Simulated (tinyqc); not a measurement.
Monte Carlo simulation of one carrier in a uniform electric field: one step, computed by the program tinyqc.

The force e F acts along +z. Flights end at the constant total rate Gamma; the part of Gamma that the real rates do not fill is self-scattering, which leaves k unchanged. One valley, no impurities and no intervalley scattering.

Question. Flight 2. Kane band: hbar^2 k^2/(2 m) = E (1 + alpha E), speed v = hbar k/(m (1 + 2 alpha E)), states per spin, volume and energy g(E) = m k (1 + 2 alpha E)/(2 pi^2 hbar^2); overlap factors are set to 1. Masses are multiplied by m_0 and all formulas are in SI units. Flight: t = -ln(r1)/Gamma; k_z grows by e F t/hbar; E follows from the band; dz = (E_end - E_start)/(e F). Use row 2 of the random numbers.

Inputs (values chosen for the exercise, for a model polar semiconductor):

| quantity | value | unit |
|---|---|---|
| effective mass m | 0.26 | m_0 |
| non-parabolicity alpha | 0.2 | 1/eV |
| lattice temperature T | 100 | K |
| electric field F | 1.7 | kV/cm |

Crystal: polar. Band: Kane.

k after event 1, the start of the next flight (1/nm): 0.0840000  -0.2900000  0.1249572

Random numbers (0.02 to 0.98, from up to 60 sets tried for early real events), one row a flight:
```
       r1      r2      r3      r4
1  0.4326  0.9784  0.1076  0.8582
2  0.4143  0.0893  0.2771  0.1845
3  0.8168  0.2171  0.3602  0.4682
4  0.6550  0.3407  0.2231  0.4247
5  0.5083  0.3888  0.9529  0.6828
6  0.2433  0.3609  0.3052  0.2440
7  0.5676  0.8348  0.8369  0.7205
```

Gamma = 8.671649 1e12/s

Constants: e = 1.602176634e-19 C; hbar = 1.054571817e-34 J s; m_0 = 9.1093837015e-31 kg.

Give: flight time t; k at the end of the flight; energy at the end; displacement dz.

Answer.

flight time t = 101.6 fs

k at the end of the flight (1/nm): 0.0840  -0.2900  0.1512

energy at the end = 16.65 meV

displacement dz = 6.207 nm
